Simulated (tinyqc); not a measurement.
Exchange-split free-electron bands and tunnelling magnetoresistance: one step. The two Fermi spheres. Five cases, with inputs chosen for the exercise.

Problem. Give k_s, n_s, D_s, the moment per electron (n_up - n_dn)/n and three polarisations: of D, of D v and of D v^2 (v proportional to k).

Majority and minority bands E = c k^2/m -/+ Dx/2, c = hbar^2/2m0, so k_up = sqrt(m (EF + Dx/2)/c), k_dn = sqrt(m (EF - Dx/2)/c); n_s = k_s^3/(6 pi^2), D_s = m k_s/(4 pi^2 c).

Constants: hbar^2/2m0 = 3.80998211 eV angstrom^2.

Case 1.

Values chosen: EF = 3.24 eV (Fermi energy above the mean band bottom); Dx = 2.63 eV (exchange splitting); m = 1.21 m0 (mass in the electrodes).

Case 2.

Values chosen: EF = 3.89 eV (Fermi energy above the mean band bottom); Dx = 1.21 eV (exchange splitting); m = 1.24 m0 (mass in the electrodes).

Case 3.

Values chosen: EF = 4.29 eV (Fermi energy above the mean band bottom); Dx = 6.92 eV (exchange splitting); m = 0.94 m0 (mass in the electrodes).

Case 4.

Values chosen: EF = 3.49 eV (Fermi energy above the mean band bottom); Dx = 1.87 eV (exchange splitting); m = 0.89 m0 (mass in the electrodes).

Case 5.

Values chosen: EF = 4.04 eV (Fermi energy above the mean band bottom); Dx = 3.56 eV (exchange splitting); m = 1.33 m0 (mass in the electrodes).

Give: k_up, k_dn; n_up, n_dn; D_up, D_dn; moment per electron; polarisations.

Solution.

Case 1.

k_up, k_dn (1/angstrom): 1.2028  0.7819

n_up, n_dn (1/angstrom^3): 0.02938  0.00807

D_up, D_dn (1/(eV angstrom^3)): 0.00968  0.00629

moment per electron = 0.5690 muB

polarisations: D 0.2121, D v 0.4059, D v^2 0.5690

Case 2.

k_up, k_dn (1/angstrom): 1.2095  1.0340

n_up, n_dn (1/angstrom^3): 0.02988  0.01867

D_up, D_dn (1/(eV angstrom^3)): 0.00997  0.00852

moment per electron = 0.2310 muB

polarisations: D 0.0782, D v 0.1555, D v^2 0.2310

Case 3.

k_up, k_dn (1/angstrom): 1.3828  0.4525

n_up, n_dn (1/angstrom^3): 0.04465  0.00156

D_up, D_dn (1/(eV angstrom^3)): 0.00864  0.00283

moment per electron = 0.9323 muB

polarisations: D 0.5069, D v 0.8065, D v^2 0.9323

Case 4.

k_up, k_dn (1/angstrom): 1.0167  0.7726

n_up, n_dn (1/angstrom^3): 0.01775  0.00779

D_up, D_dn (1/(eV angstrom^3)): 0.00602  0.00457

moment per electron = 0.3901 muB

polarisations: D 0.1364, D v 0.2679, D v^2 0.3901

Case 5.

k_up, k_dn (1/angstrom): 1.4254  0.8882

n_up, n_dn (1/angstrom^3): 0.04890  0.01183

D_up, D_dn (1/(eV angstrom^3)): 0.01260  0.00785

moment per electron = 0.6103 muB

polarisations: D 0.2322, D v 0.4406, D v^2 0.6103

The three numbers differ although they describe one band structure: each probe (density of states, ballistic current, diffusive current) weights the velocity differently.

Computed by tinyqc, one run a case: `OMP_NUM_THREADS=1 python tinyqc.py N N+1 out.jsonl` with N = 1652101, 1652453, 1652565, 1652592, 1680162; one thread of a shared Intel(R) Xeon(R) Processor @ 2.30GHz, about 0.01 s a run at most.
